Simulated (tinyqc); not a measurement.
MOS capacitor on an n-type substrate, surface potential from the exact charge relation: effect of the fixed charge at the interface on threshold and swing.

Uniform n-type substrate, Boltzmann statistics, full ionisation, classical densities. psi is the surface potential against the body (positive when the bands bend down) and u = -psi/Vt. Traps are spread evenly over the gap and neutral at flat band, so their charge is -q Dit psi; the minority quasi-Fermi level is shifted by Vb.

ni = sqrt(Nc Nv) exp(-Eg/(2 Vt)), Eg in volts; phiF = Vt ln(N/ni); Cox = eps0 eox/tox; Vfb = phiM - chi - Vt ln(Nc/N) - q Nf/Cox; VT = Vfb - [(2 phiF + Vb)(1 + q Dit/Cox) + sqrt(2 eps0 eps_r q N (2 phiF + Vb))/Cox]. gamma = sqrt(2 eps0 eps_r q N)/Cox; Wm = sqrt(2 eps0 eps_r (2 phiF + Vb)/(q N)); m = 1 + (eps0 eps_r/Wm + q Dit)/Cox; swing m Vt ln 10; Cmin/Cox = 1/(1 + Cox Wm/(eps0 eps_r)).

Parameters, values chosen for the exercise; band and dielectric values close to those of silicon: temperature T = 400 K; band gap Eg = 1.14 eV; relative permittivity eps_r = 11.8; conduction-band density of states at T Nc = 4.31e19 cm^-3; valence-band density of states at T Nv = 4.11e19 cm^-3; electron affinity chi = 4.03 eV; donor density of the substrate N = 4.8e15 cm^-3; relative permittivity of the gate insulator (close to aluminium oxide) eox = 9.2; insulator thickness tox = 13 nm; gate work function phiM = 4.53 eV; density of interface traps Dit = 0 cm^-2 eV^-1; reverse bias of the inversion layer against the body Vb = 0 V.

Constants: q = 1.602176634e-19 C, kB = 1.380649e-23 J/K, Vt = kB T/q, eps0 = 8.8541878128e-14 F/cm where lengths are in cm. Results are converted to the units shown.

The same in every row: 2 phiF (V) = 0.5141; gamma (V^0.5) = 0.06398; Wm (nm) = 373.8; m = 1.045; swing (mV/decade) = 82.91; Cmin/Cox = 0.04271.

Result of one run:

| Nf (cm^-2) | Vfb (V) | VT (V) |
|---|---|---|
| 8e11 | -0.01832 | -0.5783 |

What becomes of these results when the fixed charge at the interface, in units of q Nf is changed from 8e11 to -4e11 cm^-2, all else the same?

Result of the changed run:

| Nf (cm^-2) | Vfb (V) | VT (V) |
|---|---|---|
| -4e11 | 0.2885 | -0.2715 |

The whole series:

| Nf (cm^-2) | Vfb (V) | VT (V) |
|---|---|---|
| -4e11 | 0.2885 | -0.2715 |
| -2e11 | 0.2374 | -0.3226 |
| 0 | 0.1862 | -0.3737 |
| 2e11 | 0.1351 | -0.4249 |
| 4e11 | 0.08396 | -0.4760 |
| 6e11 | 0.03282 | -0.5272 |
| 8e11 | -0.01832 | -0.5783 |

As Nf goes from -4e11 to 8e11, VT falls from -0.271 to -0.578 V, the swing stays at 82.9 mV/decade and Cmin/Cox stays at 0.0427. The whole change of VT is that of Vfb: the curve shifts rigidly.

tinyqc, about 0.01 s, one thread, Intel Xeon 2.30GHz (shared host): `OMP_NUM_THREADS=1 python tinyqc.py 2060152 2060153 out.jsonl`
